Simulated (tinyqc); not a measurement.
Changing the channel mass m: charge control and current of a heterostructure field-effect transistor. Computed by tinyqc, a small Python program. Command: `OMP_NUM_THREADS=1 python tinyqc.py 3018464 3018465 out.jsonl hemt sweep`. One thread of a shared host (Intel(R) Xeon(R) Processor @ 2.30GHz), about 0.02 s of CPU time with the checks.

Two subbands in a triangular well; E_F is counted from the conduction band edge of the channel at the interface.

Inputs (values chosen for the exercise, modelled on AlGaN/GaN): permittivity eps (barrier and channel) = 9.77; barrier thickness d = 28 nm; Schottky barrier phi_B = 1.1 eV; conduction band offset dE_c = 0.34 eV; polarisation charge sigma/e = 1.3e+13 1/cm^2; gate voltage V_G = 0 V; temperature T = 400 K; mixing = 0.3; iteration cap = 200.

Charge source: polarisation. Velocity law: smooth.

Constants: e = 1.602176634e-19 C; eps_0 = 8.8541878128e-12 F/m; k_B = 8.617333262e-05 eV/K; hbar = 1.054571817e-34 J s; m_0 = 9.1093837015e-31 kg; k_B = 1.380649e-23 J/K.

Method:
- Threshold V_T = phi_B - dE_c - sigma d/(eps eps_0) (in volts); C_b = eps eps_0/d.
- Charge control: n_s = C_b (V_G - V_T - E_F/e)/e. Well: mean field F = e n_s/(2 eps eps_0), E_i = (hbar^2/2m)^(1/3) [(3 pi e F/2)(i + 3/4)]^(2/3), i = 0, 1; n_s = D k_B T sum_i ln(1 + exp((E_F - E_i)/k_B T)), D = m/(pi hbar^2), which is solved in closed form for E_F.
- Iteration from n_s = C_b (V_G - V_T)/(2e): E_F from n_s, n_out from the charge control, n_new = n_s + mixing (n_out - n_s), kept above n_s/10; stop when |n_out/n_s - 1| < 1e-9.
- C_g = e dn_s/dV_G = 1/(1/C_b + 1/C_q), 1/C_q = d(E_F/e)/d(e n_s) by a central difference of +/- 0.1 % in n_s; added distance dd = eps eps_0/C_q.

One run for each value; columns: (1) channel mass m (m_0); (2) gate capacitance C_g (microfarad/cm^2); (3) added distance dd (nm); (4) sheet density n_s (1/cm^2); (5) share in the second subband (%):
```
(1)        (2)     (3)         (4)     (5)
0.020  0.25252  6.2562  9.0293e+12  30.682
0.032  0.26566  4.5626  9.5477e+12  24.077
0.050  0.27469  3.4926  9.9312e+12  15.953
0.079  0.28125  2.7580  1.0251e+13   7.612
0.130  0.28745  2.0943  1.0541e+13   2.892
0.200  0.29197  1.6279  1.0740e+13   1.786
0.320  0.29553  1.2715  1.0909e+13   1.643
0.500  0.29787  1.0412  1.1037e+13   1.969
```

Over the rows, gate capacitance C_g (microfarad/cm^2) rises from 0.253 to 0.298 (exponent d ln y / d ln x 0.11 between the first rows and 0.018 between the last); added distance dd (nm) falls from 6.26 to 1.04 (exponent d ln y / d ln x -0.67 between the first rows and -0.45 between the last); sheet density n_s (1/cm^2) rises from 9.03e12 to 1.10e13 (exponent d ln y / d ln x 0.12 between the first rows and 0.026 between the last). A light mass lowers the density of states and raises E_0, so more of the gate voltage goes into E_F.

Caution (rows 0.0200, 0.0320, 0.0500, 0.0790, 0.130, 0.200): E_F lies above the conduction band minimum of the barrier, so electrons would spill into the barrier.

Extremes, crossings and ranges named in words are read from the listed rows.
